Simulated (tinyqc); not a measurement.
Stark shift: stepped quantum well by finite differences.

Finite differences on points z_i at the centres of cells of width h: H_ii = (c/h^2)(1/m_(i-1/2) + 1/m_(i+1/2)) + V_i, H_(i,i+1) = -(c/h^2)/m_(i+1/2), where m_(i+1/2) is the mean of the masses at the two points (the end values are repeated outwards), psi = 0 on the points beyond both ends, c = hbar^2/2m0. The field adds e F (z - z0) with z0 the middle of the structure; 1 kV/cm = 1e-5 eV/angstrom.

Constants: hbar^2/2m0 = 3.80998211 eV angstrom^2.

Parameters, chosen for this exercise (out of a larger set: near those of a strained Si well in SiGe; not measured data):

| symbol | value | unit | meaning |
|---|---|---|---|
| layers | ((12, 0.177, 0.885), (8, 0, 0.928), (16, 0.071, 0.9108), (12, 0.177, 0.885)) |  | each layer: thickness in angstrom, band edge in eV, mass in m0 |
| hf | 0.25 | angstrom | cell width of the fine grid |
| Fs | (0, 33.3, 66.7, 100, 133, 167, 200) | kV/cm | fields |

Fine grid. Perturbation theory: dE1 = e F z_11 - beta (e F)^2 with beta = sum_j z_1j^2/(E_j - E_1) over the 13 next levels at zero field, z from z0.

Levels against field:

| F (kV/cm) | E1 (eV) | E2 (eV) | dE1 (meV) | second order (meV) | <z - z0> (angstrom) | E2 - E1 (meV) |
|---|---|---|---|---|---|---|
| 0 | 0.0785 | 0.1677 | 0.00 | 0.00 | -3.2 | 89.1 |
| 33.3 | 0.0774 | 0.1685 | -1.12 | -1.12 | -3.5 | 91.1 |
| 66.7 | 0.0762 | 0.1692 | -2.35 | -2.36 | -3.8 | 93.1 |
| 100 | 0.0749 | 0.1700 | -3.67 | -3.70 | -4.1 | 95.1 |
| 133 | 0.0735 | 0.1707 | -5.07 | -5.12 | -4.4 | 97.2 |
| 167 | 0.0719 | 0.1714 | -6.60 | -6.71 | -4.6 | 99.5 |
| 200 | 0.0704 | 0.1720 | -8.17 | -8.35 | -4.9 | 101.7 |

z_11 = -3.22 angstrom
beta = 477.7 angstrom^2/eV

What does the comparison show, and why?

The state sits -3.2 angstrom off the middle at zero field, so the shift starts linearly in F. At 200 kV/cm E1 has moved by -8.17 meV, where second order gives -8.35 meV; they differ by 2.1 % there. The electron moves by -1.7 angstrom, against the rise of the potential. From 66.7 kV/cm on E2 lies above the lowest point of the outer barrier, so it is a resonance or a state of the finite grid, held or pushed up by its ends. E2 - E1 grows with the field; the ends are 89.1 and 101.7 meV.

tinyqc: `OMP_NUM_THREADS=1 python tinyqc.py 1281539 1281540 out.jsonl`; about 0.01 s, one thread, shared Intel(R) Xeon(R) Processor @ 2.30GHz.
